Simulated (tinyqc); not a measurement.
Six-band hole subbands of a thin body in a field: one step. Strain and its block. Three cases, with inputs chosen for the exercise.

Task: exx = eyy = (s11 + s12) sx/2, ezz = s12 sx, exy = -s44 sx/4 (1 GPa/TPa = 1e-3). With e0 the traceless part, B_XX = 2b e0xx - b (e0yy + e0zz) and B_XY = sqrt(3) d exy.

Case 1.

Values chosen (near those of a p-type Si channel; shifted at random, so the results belong to these values and not to a real crystal): S = (7.58, -2.12, 12.8) 1/TPa (compliances s11, s12, s44); sx = -1 GPa (stress along the channel [1-10], negative in compression); b = -2.12 eV (tetragonal potential); d = -4.79 eV (trigonal potential).

Case 2.

Values chosen (near those of a p-type Si channel; shifted at random, so the results belong to these values and not to a real crystal): S = (7.6, -2.13, 12.52) 1/TPa (compliances s11, s12, s44); sx = -0.5 GPa (stress along the channel [1-10], negative in compression); b = -2.09 eV (tetragonal potential); d = -4.82 eV (trigonal potential).

Case 3.

Values chosen (near those of a p-type Ge channel; shifted at random, so the results belong to these values and not to a real crystal): S = (9.77, -2.71, 14.77) 1/TPa (compliances s11, s12, s44); sx = -0.5 GPa (stress along the channel [1-10], negative in compression); b = -2.55 eV (tetragonal potential); d = -5.4 eV (trigonal potential).

Give: strain; B.

Result:

Case 1.

strain, rows x, y, z and columns alike:
```
[[-0.002730, 0.003200, 0],
 [0.003200, -0.002730, 0],
 [0, 0, 0.002120]]
```

B (eV), rows X, Y, Z and columns alike:
```
[[0.01028, -0.02655, 0],
 [-0.02655, 0.01028, 0],
 [0, 0, -0.02056]]
```

Case 2.

strain, rows x, y, z and columns alike:
```
[[-0.001368, 0.001565, 0],
 [0.001565, -0.001368, 0],
 [0, 0, 0.001065]]
```

B (eV), rows X, Y, Z and columns alike:
```
[[0.00508, -0.01307, 0],
 [-0.01307, 0.00508, 0],
 [0, 0, -0.01017]]
```

Case 3.

strain, rows x, y, z and columns alike:
```
[[-0.001765, 0.001846, 0],
 [0.001846, -0.001765, 0],
 [0, 0, 0.001355]]
```

B (eV), rows X, Y, Z and columns alike:
```
[[0.00796, -0.01727, 0],
 [-0.01727, 0.00796, 0],
 [0, 0, -0.01591]]
```

Computed by tinyqc, one run a case: `OMP_NUM_THREADS=1 python tinyqc.py N N+1 out.jsonl` with N = 1280512, 1280735, 1280962; one thread of a shared Intel(R) Xeon(R) Processor @ 2.30GHz, about 0.4 s a run at most.
